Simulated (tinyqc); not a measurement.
Inside a calculation. Method: UHF in the sto-6g basis, for H3, spin multiplicity 2. Computed by tinyqc, a small Python program that keeps every step (integrals from PySCF). Settings: charge = 0, multiplicity = 2, basis = sto-6g, energy threshold = 1e-09, iteration cap = 51, orthogonalisation = symmetric, start = core, DIIS depth = 0, method = UHF. Command: `OMP_NUM_THREADS=1 python tinyqc.py 21063 21064 out.jsonl` (the two numbers bound the seeds that draw the settings). One thread of a shared host (Intel(R) Xeon(R) Processor @ 2.60GHz), about 0.2 s of CPU time with the checks. Later iterations appear only in the table of the cycle.

## One-electron integrals

Geometry (angstrom):
```
atom         x         y         z
H     0.000000  0.000000  0.000000
H     0.000000  0.000000  1.195000
H     0.000000  1.035000  0.598000
```

Basis sto-6g: exponents (1/bohr^2) and contraction coefficients of normalised primitives:
```
element  l (shell)   exponent  coefficient
H            s (1)  35.523221     0.009164
H            s (1)   6.513144     0.049361
H            s (1)   1.822143     0.168538
H            s (1)   0.625955     0.370563
H            s (1)   0.243077     0.416492
H            s (1)   0.100112     0.130334
```

Overlap, kinetic and nuclear-attraction integrals over the contracted functions; the nuclear repulsion is the sum of Za Zb / Rab.

nuclear repulsion = 1.32841438 hartree

overlap S, lower triangle:
```
          1H 1s     2H 1s     3H 1s
1H 1s  1.000000
2H 1s  0.389949  1.000000
3H 1s  0.389779  0.390031  1.000000
```

kinetic energy T (hartree), lower triangle:
```
          1H 1s     2H 1s     3H 1s
1H 1s  0.768522
2H 1s  0.055422  0.768522
3H 1s  0.055346  0.055459  0.768522
```

nuclear attraction V (hartree), lower triangle:
```
           1H 1s      2H 1s      3H 1s
1H 1s  -2.112656
2H 1s  -0.758523  -2.112826
3H 1s  -0.758147  -0.758707  -2.112712
```

core Hamiltonian H = T + V (hartree), lower triangle:
```
           1H 1s      2H 1s      3H 1s
1H 1s  -1.344134
2H 1s  -0.703102  -1.344304
3H 1s  -0.702801  -0.703248  -1.344189
```

## Two-electron integrals

Functions are numbered as in S; the eight-fold symmetry (ij|kl) = (ji|kl) = (kl|ij) leaves the list below.

Two-electron integrals (ij|kl) in chemists' order, unique and non-zero (hartree):
```
(11|11) 0.774999   (21|11) 0.228873   (21|21) 0.092732   (22|11) 0.419271
(22|21) 0.228873   (22|22) 0.774999   (31|11) 0.228750   (31|21) 0.081367
(31|22) 0.173729   (31|31) 0.092644   (32|11) 0.173802   (32|21) 0.081416
(32|22) 0.228933   (32|31) 0.081383   (32|32) 0.092775   (33|11) 0.419177
(33|21) 0.173778   (33|22) 0.419316   (33|31) 0.228750   (33|32) 0.228933
(33|33) 0.774999
```

## Orthogonalisation

S = U s U^T; symmetric (Loewdin) form X = U s^(-1/2) U^T, so that X^T S X = 1.

eigenvalues of S: 0.609932  0.610229  1.779839

X, lower triangle:
```
           1H 1s      2H 1s     3H 1s
1H 1s   1.103334
2H 1s  -0.176931   1.103434
3H 1s  -0.176786  -0.177001  1.103367
```

## Starting guess

The start is the orbitals of the core Hamiltonian; D(s) = C_occ C_occ^T for each spin.

D(alpha) at the start, lower triangle:
```
           1H 1s     2H 1s     3H 1s
1H 1s   1.143977
2H 1s   0.021125  0.216300
3H 1s  -0.603271  0.324630  0.840300
```

D(beta) at the start, lower triangle:
```
          1H 1s     2H 1s     3H 1s
1H 1s  0.187158
2H 1s  0.187299  0.187440
3H 1s  0.187204  0.187345  0.187250
```

## Iteration 1: building the Fock matrix

J_ij = sum D_kl (ij|kl) with D = D(alpha) + D(beta), K_ij = sum D_kl (ik|jl) for each spin; F = H + J - K(s); E = tr D H + tr D J / 2 - 0.5 sum_s tr D(s) K(s) + E_nn.

Coulomb J (hartree), lower triangle:
```
          1H 1s     2H 1s     3H 1s
1H 1s  1.714650
2H 1s  0.629946  1.487128
3H 1s  0.649849  0.620238  1.640132
```

exchange K(alpha) (hartree), lower triangle:
```
          1H 1s     2H 1s     3H 1s
1H 1s  0.770989
2H 1s  0.319425  0.411750
3H 1s  0.250970  0.352671  0.653360
```

exchange K(beta) (hartree), lower triangle:
```
          1H 1s     2H 1s     3H 1s
1H 1s  0.381645
2H 1s  0.292441  0.381991
3H 1s  0.292318  0.292501  0.381758
```

F(alpha) (hartree), lower triangle:
```
           1H 1s      2H 1s      3H 1s
1H 1s  -0.400473
2H 1s  -0.392581  -0.268926
3H 1s  -0.303922  -0.435681  -0.357418
```

F(beta) (hartree), lower triangle:
```
           1H 1s      2H 1s      3H 1s
1H 1s  -0.011129
2H 1s  -0.365597  -0.239167
3H 1s  -0.345270  -0.375511  -0.085816
```

total energy of this density = -1.35201341 hartree

## Iteration 1: diagonalisation and new density

Diagonalise F' = X^T F X, C = X C', fill 2 alpha and 1 beta electrons from the bottom; D(s) = C_occ C_occ^T. Each column has its largest component positive (the first on a tie).

F' = X^T F X (alpha) (hartree), lower triangle:
```
           1          2          3
1  -0.262521
2  -0.249551  -0.046732
3  -0.104269  -0.320179  -0.191896
```

orbital energies (alpha) (hartree): MO1 -0.616382, MO2 -0.133018, MO3 0.248252

coefficients C (alpha):
```
            MO1        MO2        MO3
1H 1s  0.432746   0.978136  -0.368625
2H 1s  0.432795  -0.169918   1.031512
3H 1s  0.432745  -0.808150  -0.663043
```

F' = X^T F X (beta) (hartree), lower triangle:
```
           1          2         3
1   0.230224
2  -0.292242  -0.026430
3  -0.298176  -0.289355  0.146174
```

orbital energies (beta) (hartree): MO1 -0.482490, MO2 0.339218, MO3 0.493240

coefficients C (beta):
```
            MO1        MO2        MO3
1H 1s  0.340085  -0.379023   1.010241
2H 1s  0.552725   0.971236  -0.177192
3H 1s  0.395797  -0.734600  -0.764008
```

D(alpha) after iteration 1, lower triangle:
```
           1H 1s     2H 1s     3H 1s
1H 1s   1.144019
2H 1s   0.021087  0.216183
3H 1s  -0.603212  0.324609  0.840375
```

D(beta) after iteration 1, lower triangle:
```
          1H 1s     2H 1s     3H 1s
1H 1s  0.115658
2H 1s  0.187973  0.305504
3H 1s  0.134604  0.218766  0.156655
```

## Iteration 2: building the Fock matrix

As before.

Coulomb J (hartree), lower triangle:
```
          1H 1s     2H 1s     3H 1s
1H 1s  1.683097
2H 1s  0.631963  1.532191
3H 1s  0.642491  0.625211  1.626542
```

exchange K(alpha) (hartree), lower triangle:
```
          1H 1s     2H 1s     3H 1s
1H 1s  0.771023
2H 1s  0.319404  0.411653
3H 1s  0.251003  0.352660  0.653422
```

exchange K(beta) (hartree), lower triangle:
```
          1H 1s     2H 1s     3H 1s
1H 1s  0.315704
2H 1s  0.295549  0.470152
3H 1s  0.259843  0.309549  0.352808
```

F(alpha) (hartree), lower triangle:
```
           1H 1s      2H 1s      3H 1s
1H 1s  -0.432061
2H 1s  -0.390543  -0.223766
3H 1s  -0.311312  -0.430696  -0.371069
```

F(beta) (hartree), lower triangle:
```
           1H 1s      2H 1s      3H 1s
1H 1s   0.023259
2H 1s  -0.366687  -0.282265
3H 1s  -0.320153  -0.387586  -0.070455
```

total energy of this density = -1.37031204 hartree

## Iteration 2: diagonalisation and new density

As before.

F' = X^T F X (alpha) (hartree), lower triangle:
```
           1          2          3
1  -0.297588
2  -0.249688   0.003632
3  -0.104409  -0.320219  -0.207025
```

orbital energies (alpha) (hartree): MO1 -0.618224, MO2 -0.158089, MO3 0.275333

coefficients C (alpha):
```
            MO1        MO2        MO3
1H 1s  0.475394   0.961746  -0.359094
2H 1s  0.388281  -0.173911   1.048425
3H 1s  0.433113  -0.826186  -0.640180
```

F' = X^T F X (beta) (hartree), lower triangle:
```
           1          2         3
1   0.261089
2  -0.293565  -0.070632
3  -0.275710  -0.301880  0.159449
```

orbital energies (beta) (hartree): MO1 -0.490727, MO2 0.345850, MO3 0.494783

coefficients C (beta):
```
            MO1        MO2        MO3
1H 1s  0.299899  -0.373197   1.025031
2H 1s  0.604235   0.938452  -0.185494
3H 1s  0.374028  -0.769944  -0.739791
```

D(alpha) after iteration 2, lower triangle:
```
           1H 1s     2H 1s     3H 1s
1H 1s   1.150955
2H 1s   0.017329  0.181007
3H 1s  -0.588682  0.311852  0.870171
```

D(beta) after iteration 2, lower triangle:
```
          1H 1s     2H 1s     3H 1s
1H 1s  0.089940
2H 1s  0.181210  0.365100
3H 1s  0.112171  0.226001  0.139897
```

## Iteration 3: building the Fock matrix

As before.

Coulomb J (hartree), lower triangle:
```
          1H 1s     2H 1s     3H 1s
1H 1s  1.673892
2H 1s  0.631382  1.538617
3H 1s  0.641344  0.626498  1.629212
```

exchange K(alpha) (hartree), lower triangle:
```
          1H 1s     2H 1s     3H 1s
1H 1s  0.778748
2H 1s  0.313894  0.382603
3H 1s  0.259764  0.348208  0.674088
```

exchange K(beta) (hartree), lower triangle:
```
          1H 1s     2H 1s     3H 1s
1H 1s  0.287564
2H 1s  0.294597  0.508963
3H 1s  0.243617  0.313518  0.334915
```

F(alpha) (hartree), lower triangle:
```
           1H 1s      2H 1s      3H 1s
1H 1s  -0.448990
2H 1s  -0.385614  -0.188290
3H 1s  -0.321220  -0.424958  -0.389066
```

F(beta) (hartree), lower triangle:
```
           1H 1s      2H 1s      3H 1s
1H 1s   0.042194
2H 1s  -0.366317  -0.314649
3H 1s  -0.305074  -0.390268  -0.049893
```

total energy of this density = -1.37706613 hartree

## Iteration 3: diagonalisation and new density

As before.

F' = X^T F X (alpha) (hartree), lower triangle:
```
           1          2          3
1  -0.315349
2  -0.247031   0.040945
3  -0.110607  -0.316180  -0.226419
```

orbital energies (alpha) (hartree): MO1 -0.621432, MO2 -0.169251, MO3 0.289860

coefficients C (alpha):
```
            MO1        MO2        MO3
1H 1s  0.496574   0.952062  -0.356225
2H 1s  0.352031  -0.163172   1.062850
3H 1s  0.445430  -0.839087  -0.614432
```

F' = X^T F X (beta) (hartree), lower triangle:
```
           1          2         3
1   0.277573
2  -0.291866  -0.106977
3  -0.265221  -0.304861  0.179247
```

orbital energies (beta) (hartree): MO1 -0.496921, MO2 0.345531, MO3 0.501234

coefficients C (beta):
```
            MO1        MO2        MO3
1H 1s  0.277468  -0.410064   1.017233
2H 1s  0.640594   0.919306  -0.157215
3H 1s  0.350654  -0.764601  -0.756590
```

D(alpha) after iteration 3, lower triangle:
```
           1H 1s     2H 1s     3H 1s
1H 1s   1.153008
2H 1s   0.019459  0.150551
3H 1s  -0.577673  0.293721  0.902474
```

D(beta) after iteration 3, lower triangle:
```
          1H 1s     2H 1s     3H 1s
1H 1s  0.076989
2H 1s  0.177744  0.410360
3H 1s  0.097295  0.224627  0.122959
```

## Iteration 32 (converged): orbitals

converged F(alpha) (hartree), lower triangle:
```
           1H 1s      2H 1s      3H 1s
1H 1s  -0.473074
2H 1s  -0.380876  -0.067591
3H 1s  -0.348147  -0.381057  -0.472983
```

converged F(beta) (hartree), lower triangle:
```
           1H 1s      2H 1s     3H 1s
1H 1s   0.064245
2H 1s  -0.372380  -0.416209
3H 1s  -0.255416  -0.372495  0.063986
```

As before.

F' = X^T F X (alpha) (hartree), lower triangle:
```
           1          2          3
1  -0.332111
2  -0.265377   0.163837
3  -0.127355  -0.265655  -0.331899
```

orbital energies (alpha) (hartree): MO1 -0.635707, MO2 -0.204651, MO3 0.340184

coefficients C (alpha):
```
            MO1        MO2        MO3
1H 1s  0.517839   0.905346  -0.438286
2H 1s  0.242532  -0.000410   1.105160
3H 1s  0.517778  -0.905040  -0.439100
```

F' = X^T F X (beta) (hartree), lower triangle:
```
           1          2         3
1   0.288904
2  -0.291406  -0.227840
3  -0.234831  -0.291528  0.288699
```

orbital energies (beta) (hartree): MO1 -0.522549, MO2 0.348680, MO3 0.523632

coefficients C (beta):
```
            MO1        MO2        MO3
1H 1s  0.237011  -0.635690   0.905332
2H 1s  0.752051   0.845352  -0.000019
3H 1s  0.237192  -0.636096  -0.905054
```

D(alpha) after iteration 32, lower triangle:
```
           1H 1s     2H 1s     3H 1s
1H 1s   1.087809
2H 1s   0.125222  0.058822
3H 1s  -0.551249  0.125948  1.087192
```

D(beta) after iteration 32, lower triangle:
```
          1H 1s     2H 1s     3H 1s
1H 1s  0.056174
2H 1s  0.178245  0.565581
3H 1s  0.056217  0.178380  0.056260
```

## Convergence

Stop when the energy changes by less than 1e-09 hartree and every element of the error matrix X^T (F D S - S D F) X (for each spin) is below 9e-06.

Course of the cycle:
```
iteration  E (hartree)     change  largest element of the error matrix
1          -1.35201341          -                             8.25e-02
2          -1.37031204  -1.83e-02                             3.67e-02
3          -1.37706613  -6.75e-03                             2.59e-02
4          -1.38126594  -4.20e-03                             2.27e-02
5          -1.38409677  -2.83e-03                             1.96e-02
6          -1.38604809  -1.95e-03                             1.65e-02
7          -1.38737309  -1.33e-03                             1.36e-02
8          -1.38824092  -8.68e-04                             1.09e-02
9          -1.38878574  -5.45e-04                             8.55e-03
10         -1.38911450  -3.29e-04                             6.57e-03
11         -1.38930646  -1.92e-04                             4.97e-03
12         -1.38941576  -1.09e-04                             3.71e-03
13         -1.38947686  -6.11e-05                             2.75e-03
14         -1.38951061  -3.38e-05                             2.03e-03
...                ...        ...                                  ...
19         -1.38954937  -1.64e-06                             4.22e-04
20         -1.38955027  -8.98e-07                             3.08e-04
21         -1.38955076  -4.92e-07                             2.25e-04
22         -1.38955103  -2.71e-07                             1.65e-04
23         -1.38955118  -1.49e-07                             1.21e-04
24         -1.38955126  -8.24e-08                             8.84e-05
25         -1.38955131  -4.56e-08                             6.49e-05
26         -1.38955134  -2.53e-08                             4.77e-05
27         -1.38955135  -1.40e-08                             3.51e-05
28         -1.38955136  -7.80e-09                             2.58e-05
29         -1.38955136  -4.34e-09                             1.91e-05
30         -1.38955136  -2.42e-09                             1.41e-05
31         -1.38955137  -1.35e-09                             1.04e-05
32         -1.38955137  -7.52e-10                             7.70e-06
```

PySCF UHF in the same basis, after a stability check = -1.38955137 hartree

Converged in 32 iterations.

## Populations, bond orders and dipole

Mulliken: Z minus the diagonal of D S on the atom; Loewdin: the same with S^(1/2) D S^(1/2); Mayer order: 2 sum_s sum (D(s) S)_ij (D(s) S)_ji over the two atoms.

Charges (e):
```
atom   Mulliken    Loewdin  Mulliken spin
1H    -0.069367  -0.078884       0.774181
2H     0.138564   0.157565      -0.547885
3H    -0.069197  -0.078680       0.773704
```

Mayer bond orders:
```
pair     order
2-1   0.339930
3-1   0.055902
3-2   0.340692
```

dipole moment about the origin, x y z (debye): 0.000000  -0.343998  0.596577

<S^2> of the determinant (pure state: 0.75) = 0.989193
